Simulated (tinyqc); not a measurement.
# Low-temperature mobility of a two-dimensional electron gas with static screening, step by step

A worked calculation. Computed by tinyqc, a small Python program that keeps every step. Command: `OMP_NUM_THREADS=1 python tinyqc.py 3004821 3004822 out.jsonl twodeg walk`. One thread of a shared host (Intel(R) Xeon(R) Processor @ 2.30GHz), about 0.01 s of CPU time with the checks. Intermediate numbers are printed to about 6 digits and carried at full precision; extremes and crossings named in words are read from the listed rows.

One subband is filled, the gas is degenerate and scatters at the Fermi circle; one permittivity serves on both sides of the interface. All formulas are in SI units, masses times m_0. Piezoelectric and polar phonons are left out, and n_s is taken as set by a gate, independent of N_i.

Inputs (values chosen for the exercise, modelled on a strained silicon well): in-plane mass m = 0.188 m_0; mass across the layer m_z = 0.91 m_0; permittivity eps = 11.6; valley degeneracy g_v = 2; sheet density n_s = 7.7e+12 1/cm^2; depletion charge N_d = 6.7e+10 1/cm^2; roughness height Delta = 0.55 nm; correlation length Lambda = 5 nm; remote charge density N_i = 2.4e+11 1/cm^2; distance d of the charges from the interface = 13 nm; density rho = 2329 kg/m^3; sound velocity v_l = 9150 m/s; deformation potential D_A = 8.4 eV; temperature T = 10 K.

Wave function: Fang-Howard. Roughness spectrum: exponential.

Constants: m_0 = 9.1093837015e-31 kg; e = 1.602176634e-19 C; eps_0 = 8.8541878128e-12 F/m; hbar = 1.054571817e-34 J s; k_B = 1.380649e-23 J/K.

## Fermi circle, screening and layer thickness

k_F = sqrt(2 pi n_s/g_v); E_F = hbar^2 k_F^2/(2 m); q_TF = g_v m e^2/(2 pi eps eps_0 hbar^2); Fang-Howard parameter b = [12 m_z e^2 (N_d + 11 n_s/32)/(eps eps_0 hbar^2)]^(1/3), mean depth 3/b; effective field F = e (N_d + n_s/2)/(eps eps_0).

k_F = 0.491836 1/nm

E_F = 49.0237 meV

q_TF = 1.22506 1/nm

b = 1.82384 1/nm

mean depth = 1.64488 nm

effective field F = 0.611023 MV/cm

q_TF/(2 k_F) = 1.25: screening is strong for back-scattering.

## The integrands at a few angles

Form factors with u = q/b: screening G(q) = [1 + 9u/8 + 3u^2/8]/(1 + u)^3, remote charge P(q) = exp(-q d)/(1 + u)^3. Dielectric function eps(q) = 1 + q_TF G(q)/q, with q = 2 k_F sin(theta/2). Roughness: <|U|^2> = (e F)^2 S(q), S = pi Delta^2 Lambda^2/(1 + q^2 Lambda^2/2)^(3/2). Remote charges: <|U|^2> = N_i [e^2 P(q)/(2 eps eps_0 q)]^2. The last two columns are (m/(pi hbar^3)) <|U|^2>/eps(q)^2.

Integrands (1e9/(s rad)):
```
theta (degrees)  q (1/nm)         G   eps(q)  roughness  remote charges
5                0.042907  0.957495  28.3379     127.37     3.35867e+02
15               0.128395  0.881480   9.4105     902.27     2.81618e+01
30               0.254593  0.786747   4.7857    1897.27     7.14809e-01
60               0.491836  0.650116   2.6193    1911.15     7.00239e-04
90               0.695561  0.562835   1.9913    1426.55     1.82896e-06
135              0.908794  0.491663   1.6628    1004.54     3.69057e-09
180              0.983672  0.470406   1.5858     888.04     4.20275e-10
```

## Interface roughness

1/tau_t = (m/(pi hbar^3)) int_0^pi (1 - cos theta) <|U|^2>/eps(q)^2 dtheta; the quantum rate 1/tau_q drops the factor (1 - cos theta); 200 Gauss-Legendre points in s with theta = pi s^2, s from 0 to 1; mu = e tau_t/m.

tau_t, roughness = 0.275779 ps

tau_q, roughness = 0.246170 ps

roughness mobility = 2580.03 cm^2/(V s)

tau_t/tau_q, roughness = 1.12028

k_F Lambda = 2.46.

## Remote charges

The formulas are those given above.

tau_t, charges = 2472.67 ps

tau_q, charges = 12.2391 ps

remote-charge mobility = 2.31328e+07 cm^2/(V s)

tau_t/tau_q, charges = 202.030

With D = d + 3/b = 14.6 nm, k_F D = 7.20 and q_TF D = 17.94. When both are large, only small angles survive the factor exp(-2 q D) and tau_t/tau_q tends to (2 k_F D)^2, here 208, close to the computed ratio.

## Acoustic phonons

Unscreened deformation potential in equipartition: 1/tau = m D_A^2 k_B T I/(rho v_l^2 hbar^3), I = int |psi|^4 dz = 3 b/16 for the Fang-Howard function (used for both wave-function options); mu = e tau/m. Bloch-Grueneisen temperature T_BG = 2 hbar v_l k_F/k_B.

acoustic mobility = 146085 cm^2/(V s)

T_BG = 68.7487 K

Caution: T is below the Bloch-Grueneisen temperature T_BG, so equipartition fails: the acoustic mobility is only a lower bound and the acoustic share of 1/mu is overstated.

## All together

At the Fermi circle the rates add, so 1/mu is the sum; sheet resistance 1/(n_s e mu); mean free path hbar k_F mu/e; the quantum time adds the rates 1/tau_q, with the isotropic acoustic rate e/(m mu).

Mobilities:
```
process           mu (cm^2/(V s))  share of 1/mu (%)
roughness                 2580.03            98.2538
remote charges        2.31328e+07          0.0109583
acoustic phonons           146085            1.73527
```

mobility mu = 2534.97 cm^2/(V s)

sheet resistance = 319.761 ohm

mean free path = 82.0653 nm

Dingle ratio tau_t/tau_q = 1.14021

The largest single share of 1/mu (98 %) belongs to roughness: the field presses the gas against the interface, and the rate goes as F^2. The Dingle ratio of 1.14 marks mostly large-angle scattering.

Checks made by the program: angular integral against adaptive quadrature (relative difference below 1e-10).
